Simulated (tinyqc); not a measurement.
Phonon transmission through an interface between two chains by Green functions: one step, computed by the program tinyqc. Command: `OMP_NUM_THREADS=1 python tinyqc.py 3023263 3023264 out.jsonl agf walk`. One thread of a shared host (Intel(R) Xeon(R) Processor @ 2.30GHz), about 0.01 s of CPU time with the checks.

Two semi-infinite chains (masses m_1, m_2; springs k_1, k_2), motion along the chain. The central region holds the end atom of each chain and three interlayer atoms of mass m_b, joined by springs k_b. lambda = omega^2 in eV/(angstrom^2 u); nu = 15.6333042 THz x sqrt(lambda).

Problem. Self-energies and the matrix at the probe frequency. In chain i, sin(q_i a/2) = nu/nu_max,i. An outgoing wave makes the next atom move as exp(i q_i a) times the end atom, so the lead adds the self-energy Sigma_i = -k_i exp(i q_i a) to the force-constant matrix; Gamma_i = -2 Im Sigma_i = 2 k_i sin(q_i a). A = lambda M - K - Sigma over the central atoms, with K_ii the sum of the springs at i, K_(i,i+1) = -k_b; G = inverse of A; transmission = Gamma_1 Gamma_2 |G_(first,last)|^2.

Inputs (values chosen for the exercise, for two model chains): mass m_1 = 48.4 u; spring k_1 = 5.12 eV/angstrom^2; mass m_2 = 285 u; spring k_2 = 2.32 eV/angstrom^2; junction spring k_b = 2.21 eV/angstrom^2; interlayer mass m_b = 147 u.

Atoms in the interlayer: three.

probe frequency = 0.5077791 THz

band top of chain 1 = 10.16935 THz

band top of chain 2 = 2.820995 THz

Constants: nu for 1 eV/(angstrom^2 u) = 15.6333042 THz.

Give: q_1 a; q_2 a; Gamma_1; Gamma_2; A (complex symmetric).

Solution.

q_1 a = 0.09991 rad

q_2 a = 0.3620 rad

Gamma_1 = 1.021 eV/angstrom^2

Gamma_2 = 1.643 eV/angstrom^2

A (complex symmetric) (eV/angstrom^2), rows end of 1, layer 1, layer 2, layer 3, end of 2:
$$\begin{pmatrix}
-2.184+0.511i & 2.210 & 0.000 & 0.000 & 0.000 \\
2.210 & -4.265 & 2.210 & 0.000 & 0.000 \\
0.000 & 2.210 & -4.265 & 2.210 & 0.000 \\
0.000 & 0.000 & 2.210 & -4.265 & 2.210 \\
0.000 & 0.000 & 0.000 & 2.210 & -2.060+0.822i
\end{pmatrix}$$
